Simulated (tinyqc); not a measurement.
# Diffused layer (Gaussian), carriers, mobility and sheet resistance with incomplete ionisation: effect of the peak chemical concentration

An n-type layer from the surface x = 0 to the junction xj, N(x) = N0 exp(-(x/Ld)^2). Local neutrality (no depletion at surface or junction, no spilling of carriers), intrinsic carriers neglected, Boltzmann statistics.

xj = Ld sqrt(ln(N0/Nb)). Active dopant A = min(N, Ns); n solves n (n + Nb)/(A - Nb - n) = K, K = (NB/gd) exp(-E/Vt), E = max(Ei - ks A^(1/3), 0), so n = 2 K (A - Nb)/[Nb + K + sqrt((Nb + K)^2 + 4 K (A - Nb))]; mobility mu = m1 + (m2 (T/300 K)^(-bt) - m1)/(1 + ((A + Nb)/Nr)^am). Dose = integral of N, carrier sheet density = integral of n, 1/Rs = q integral of n mu, mean mobility 1/(q Rs sheet density), Hall mobility (unit Hall factor) = integral of n mu^2 over integral of n mu, Hall sheet density = (integral of n mu)^2/integral of n mu^2; all from 0 to xj. Integrals on 4000 steps.

Values chosen for this exercise; values close to those of arsenic in silicon over a p-type background: temperature T = 300 K; background doping of the opposite type Nb = 1.4e14 cm^-3; mobility limit at high doping m1 = 53.5 cm^2/(V s); mobility limit at low doping, at 300 K m2 = 1370 cm^2/(V s); reference doping of the mobility law Nr = 9.86e16 cm^-3; exponent of the mobility law am = 0.698; temperature exponent of m2 bt = 2.1; solubility limit of active dopant Ns = 2.05e20 cm^-3; conduction-band density of states at T NB = 2.76e19 cm^-3; ionisation energy in the dilute limit Ei = 0.0529 eV; degeneracy factor of the level gd = 2; lowering of Ei per N^(1/3) ks = 0 eV cm; diffusion length 2 sqrt(D t) Ld = 58 nm.

Constants: q = 1.602176634e-19 C, kB = 1.380649e-23 J/K, Vt = kB T/q. Results are converted to the units shown.

Results:
columns A: N0 (cm^-3); B: xj (nm); C: dose (cm^-2); D: carriers (cm^-2); E: Rs (ohm/square); F: mean mobility (cm^2/(V s)); G: Rs xj (ohm nm); H: Hall/true sheet density
```
A           B         C         D        E      F        G       H
1.4e15  88.01   6.967e9   5.731e9  8.299e5   1312  7.304e7  0.9999
3.7e15  105.0  1.882e10  1.732e10  2.838e5   1269  2.979e7  0.9996
9.5e15  119.1  4.865e10  4.681e10  1.115e5   1196  1.329e7  0.9986
2.5e16  132.1  1.283e11  1.253e11  4.644e4   1073  6.134e6  0.9950
1.7e17  154.6  8.737e11  8.203e11  1.090e4  697.9  1.685e6  0.9618
4.4e17  164.6  2.262e12  1.970e12     6301  502.7  1.037e6  0.9199
1.2e18  174.5  6.168e12  4.629e12     3989  338.0  6.962e5  0.8556
3e18    183.2  1.542e13  9.375e12     2857  233.0  5.234e5  0.7895
```

Estimate the missing row, N0 = 6.5e16 cm^-3.

Computed row:
columns A: N0 (cm^-3); B: xj (nm); C: dose (cm^-2); D: carriers (cm^-2); E: Rs (ohm/square); F: mean mobility (cm^2/(V s)); G: Rs xj (ohm nm); H: Hall/true sheet density
```
A           B         C         D        E      F        G       H
6.5e16  143.7  3.340e11  3.238e11  2.138e4  901.7  3.072e6  0.9850
```

With this row back in the table: As N0 goes from 1.4e15 to 3e18, xj rises from 88.0 to 183 nm, Rs falls from 8.30e5 to 2860 ohm/square, the mean mobility falls from 1310 to 233 cm^2/(V s) and the share of the dose that conducts goes from 82.3 through a maximum of 97.6 (at N0 = 2.5e16 among the rows listed) to 60.8 %. Rs goes as dose^(-1.08) at the low end and dose^(-0.36) at the high end; constant mobility and activation would give -1.

Program tinyqc, `OMP_NUM_THREADS=1 python tinyqc.py 2110140 2110141 out.jsonl`; Intel Xeon 2.30GHz, shared host, one thread, about 0.02 s.
